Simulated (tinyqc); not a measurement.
Chemical-mechanical planarisation: Preston law, pattern density and step-height reduction: one step, computed by the program tinyqc. Command: `OMP_NUM_THREADS=1 python tinyqc.py 3031401 3031402 out.jsonl cmp walk`. One thread of a shared host (Intel(R) Xeon(R) Processor @ 2.30GHz), about 0.01 s of CPU time with the checks.

A row of 8 cells, repeated periodically, holds raised features that cover a share rho of each cell.

Question. Effective density. The stiff pad averages the density: rho_eff(i) = sum_j w_ij rho_j / sum_j w_ij, w = exp(-2 d^2/L^2), L the planarisation length and d the distance between cell centres, summed over all periodic images of cell j.

Inputs (values chosen for the exercise, close to those used for oxide polishing): cell size = 2.3 mm; planarisation length = 5.5 mm.

local pattern densities, cell by cell: 0.25  0.6  0.5  0.5  0.2  0.6  0.25  0.7

Give: normalised weights (images included) for cells 0, 1, 2, ... apart; effective densities.

Answer.

normalised weights (images included) for cells 0, 1, 2, ... apart: 0.3337  0.2352  0.0824  0.0144  0.0025

effective densities: 0.4672  0.4834  0.4819  0.4392  0.4065  0.4171  0.4433  0.4613

Local densities span 0.2 to 0.7, effective ones 0.407 to 0.483.
